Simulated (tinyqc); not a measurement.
Bandgap voltage reference from two bipolar transistors: effect of the area ratio of the second transistor.

Two transistors of area 1 and N carry the same current I. Is(T) = Is (T/T0)^eta exp[(Vg0 q/kB)(1/T0 - 1/T)], VBE1 = Vt ln(I/Is(T)) + I rb, VBE2 = Vt ln(I/(N Is(T))) + I rb/N. The amplifier forces I R1(T) = VBE1 - VBE2 + Vos, with R(T) = R (1 + tc (T - T0)) for both resistors, and the output is Vref = VBE1 + I R2(T). Base currents and the Early effect are neglected.

Vt = kB T/q; I = (Vt ln N + Vos)/(R1(T) - rb (1 - 1/N)). Box coefficient: span of Vref between 233 and 398 K over its average over T and over 165 K. The last column is the R2 that gives zero slope at T0.

Inputs (values chosen for the exercise); values of the order met in silicon bipolar transistors:
```
symbol  value   unit                                                   meaning
T0        298      K                                     reference temperature
Vg0     1.141      V                      band-gap voltage extrapolated to 0 K
eta       4.1                   temperature exponent of the saturation current
Is      2e-16      A           saturation current of the unit transistor at T0
R1         28   kohm  resistor across which the difference of VBE falls, at T0
tc       1400  ppm/K                 temperature coefficient of both resistors
Vos         0     mV                                   offset of the amplifier
rb          0    ohm                  series resistance of the unit transistor
R2      486.9   kohm                                     output resistor at T0
```

Constants: q = 1.602176634e-19 C, kB = 1.380649e-23 J/K. Results are converted to the units shown.

Results:
```
N,I at T0 (uA),Vref at T0 (V),slope at T0 (uV/K),box coefficient (ppm/K),R2 for zero slope (kohm)
2,0.6357,0.8714,-1208,1441,1053
4,1.271,1.199,-109.4,104.1,512.5
8,1.907,1.519,964.2,618.7,336.2
15,2.484,1.806,1929,1041,255.5
24,2.915,2.020,2647,1275,216.3
100,4.224,2.667,4817,1746,147.0
```

Estimate the missing row, N = 48.

Computed row:
```
N,I at T0 (uA),Vref at T0 (V),slope at T0 (uV/K),box coefficient (ppm/K),R2 for zero slope (kohm)
48,3.550,2.335,3703,1538,176.1
```

With this row back in the table: As N goes from 2 to 100, Vref rises from 0.8714 to 2.667 V and the box coefficient goes from 1440 through a minimum of 104 (at N = 4 among the rows listed) to 1750 ppm/K. A larger N needs a smaller R2/R1, which lowers the gain seen by offset and noise.

Computed by the program tinyqc: `OMP_NUM_THREADS=1 python tinyqc.py 2062194 2062195 out.jsonl`, one thread of a shared Intel Xeon 2.30GHz, about 0.03 s for the whole run.
